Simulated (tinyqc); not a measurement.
The first four gaps: longitudinal sound in a periodic multilayer: transfer matrices, stop bands and folded phonons. Computed by tinyqc, a small Python program. Command: `OMP_NUM_THREADS=1 python tinyqc.py 3008234 3008235 out.jsonl multilayer walk`. One thread of a shared host (Intel(R) Xeon(R) Processor @ 2.30GHz), about 0.01 s of CPU time with the checks.

Layers 1 and 2 repeat with period d = d_1 + d_2; waves travel normal to the layers, without loss. State vector (u, s): displacement u and stress divided by omega. Impedances Z = rho v are in 1e6 kg/(m^2 s).

Inputs (values chosen for the exercise, modelled on aluminium (layer 1), tungsten (layer 2) and gallium arsenide (substrate)): density rho_1 = 2.73 g/cm^3; velocity v_1 = 6420 m/s; thickness d_1 = 6.01 nm; density rho_2 = 19.2 g/cm^3; velocity v_2 = 5240 m/s; thickness d_2 = 4.89 nm; substrate density = 5.42 g/cm^3; substrate velocity = 4640 m/s.

Method:
- Z = rho v; interface reflection r = (Z_2 - Z_1)/(Z_2 + Z_1) (stress amplitude, from 1 into 2); Bragg frequency f_B = 1/[2 (d_1/v_1 + d_2/v_2)]; long-wave velocity v_eff = d/sqrt[(d_1/v_1)^2 + (d_2/v_2)^2 + (Z_1/Z_2 + Z_2/Z_1)(d_1/v_1)(d_2/v_2)].
- A layer maps (u, s) by [[cos p, sin p/Z], [-Z sin p, cos p]], p = 2 pi f d_i/v_i; one period is M = M_2 M_1, and cos(q d) = trace(M)/2.
- Gap m contains m f_B; its edges, where trace(M)/2 = (-1)^m, are found by root search. Weak-contrast estimate of the width: (4 f_B/pi) |r sin(m pi a)|, a = (d_1/v_1)/(d_1/v_1 + d_2/v_2).

Bragg frequency f_B = 267.474 GHz

Z_1 = 17.5266

Z_2 = 100.608

interface reflection r = 0.703277

Stop bands (GHz):
```
m  lower edge  upper edge   width  weak-contrast estimate
1       134.7       400.3  265.63                  239.51
2       534.4       535.5    1.18                    1.18
3       669.6       935.2  265.62                  239.50
4      1068.7      1071.1    2.36                    2.36
```

What follows from these numbers?

With a = 0.501, gap 1 is the widest and gap 2 the narrowest: the layers are near a quarter wave each at f_B, so the even gaps almost close. The weak-contrast estimate misses the first width by -9.8 % at |r| = 0.70. Odd gaps open at the edge of the folded zone (q = pi/d), even ones at its centre.
